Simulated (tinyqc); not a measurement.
Inside a calculation. Model: X-ray reflectivity of a thin film on silicon: critical angles, Parratt recursion, fringes and roughness. Computed by tinyqc, a small Python program that keeps every step. Command: `OMP_NUM_THREADS=1 python tinyqc.py 3121104 3121105 out.jsonl xrr walk`. One thread of a shared host (Intel(R) Xeon(R) Processor @ 2.30GHz), about 0.01 s of CPU time with the checks. Intermediate numbers are printed to about 6 digits and carried at full precision; extremes and crossings named in words are read from the listed rows.

n = 1 - delta + i beta; the classical electron radius is r_e = 2.8179403e-6 nm. Layer 0 is vacuum, 1 the film, 2 the substrate.

Inputs (values chosen for the exercise, modelled on ruthenium on silicon, copper K-alpha radiation):
```
quantity                                        value     unit
wavelength lambda                             0.15406       nm
film density rho                                 13.1   g/cm^3
effective electrons per unit mass, film         0.435    mol/g
beta/delta, film                                0.077        -
film thickness d                                 15.4       nm
roughness of the surface sigma_1                 0.18       nm
roughness of the interface sigma_2                0.4       nm
substrate density                                2.33   g/cm^3
effective electrons per unit mass, substrate    0.507    mol/g
beta/delta, substrate                           0.023        -
grazing angle theta                              1.85  degrees
```

Constants: N_A = 6.02214076e+23 1/mol.

## Optical constants

delta = r_e lambda^2 rho_e/(2 pi), rho_e = density x electrons per mass x N_A; critical angle sqrt(2 delta), q_c = 4 sqrt(pi r_e rho_e).

Constants:
```
layer      rho_e (1/nm^3)        delta         beta  critical angle (degrees)  q_c (1/nm)
film              3431.72  3.65295e-05  2.81277e-06                  0.489733    0.697199
substrate          711.40  7.57263e-06  1.74170e-07                  0.222977    0.317437
```

The film is denser in electrons than the substrate; X-rays tunnel through a film of a few nanometres, so the edge of total reflection moves to the value of the film only as it thickens.

## Critical angle of the film

The formulas are those given above.

critical angle of the film = 0.489733 degrees

## Reflectivity at one angle

k_j = (2 pi/lambda) sqrt(sin^2 theta - 2 delta_j + 2 i beta_j); r_ij = (k_i - k_j)/(k_i + k_j) x exp(-2 k_i k_j sigma^2) (Nevot-Croce); r = (r_01 + r_12 p)/(1 + r_01 r_12 p), p = exp(2 i k_1 d); R = |r|^2.

k_0, k_1, k_2 (1/nm): 1.31663  1.26965+0.00368i  1.30703+0.00022i

1000 r_01 = 16.2986-1.3069i

1000 r_12 = -8.52763+0.81717i

p = 0.146415+0.880619i

reflectivity R = 2.81019e-04

q = 4 pi sin(theta)/lambda = 2.63326 1/nm

## Fringe period, contrast and decay

Far above the critical angle the period is d theta = lambda/(2 d), or 2 pi/d in q; the envelope runs between (|r_01| - |r_12 p|)^2 and (|r_01| + |r_12 p|)^2; contrast = 2 a b/(a^2 + b^2) with a = |r_01|, b = |r_12 p|; roughness factors on the amplitudes are about exp(-q^2 sigma^2/2).

period in theta = 0.286591 degrees

period in q = 0.407999 1/nm

contrast = 0.767527

roughness factor, surface = 0.893748

roughness factor, interface = 0.574231

## Thickness from the minima

Minima of R theta^4 are located on 6001 points over 7.5 periods, from 1.15 times the larger critical angle. With refraction, sin^2(theta_m) = 2 delta + m^2 (lambda/(2 d))^2, m integer or half-integer; the first six minima are used, and the first order is the one that minimises the largest residual of the least-squares line plus the distance of its intercept from 2 delta. Without refraction, d = lambda/(2 x mean step of sin theta).

Minima:
```
order m  theta (degrees)  sin^2 theta
1                0.56964  9.88423e-05
2                0.75485  1.73561e-04
3                0.99021  2.98654e-04
4                1.24743  4.73933e-04
5                1.51503  6.99032e-04
6                1.78873  9.74319e-04
```

d with refraction = 15.4004 nm

d without refraction = 18.1059 nm

Against d = 15.4 nm the errors are 0.00 % with and +17.57 % without refraction. The orders are integers, as r_01 and r_12 have opposite signs for a film denser than the substrate.

## Which roughness does what

R is averaged over one period above each angle (64 points); contrast = (max - min)/(max + min) of R theta^4 over that period. Cases: smooth; only sigma_1; only sigma_2; both.

Mean R and contrast:
```
theta (degrees)     R smooth  contrast   R, sigma_1  contrast, sigma_1   R, sigma_2  contrast, sigma_2      R, both  contrast, both
0.8              1.09896e-02  0.913596  1.06635e-02           0.924061  1.03759e-02           0.864572  1.00498e-02        0.877088
1.2              1.70755e-03  0.925766  1.58004e-03           0.940830  1.49329e-03           0.824279  1.36487e-03        0.844463
1.8              4.14162e-04  0.948302  3.56771e-04           0.981661  3.19764e-04           0.694287  2.61839e-04        0.739338
2.5              1.20204e-04  0.954356  9.20314e-05           0.995896  8.24353e-05           0.476280  5.44191e-05        0.584888
3.5              3.35005e-05  0.960604  2.12679e-05           0.984792  2.14220e-05           0.180554  9.22456e-06        0.291502
```

At 2.5 degrees sigma_1 alone multiplies the mean R by 0.77 and sigma_2 alone by 0.69; the contrast goes from 0.95 (smooth) to 1.00 and 0.48.

Checks made by the program: smooth bare substrate far above q_c against (q_c/2q)^4 (relative difference 1e-03).
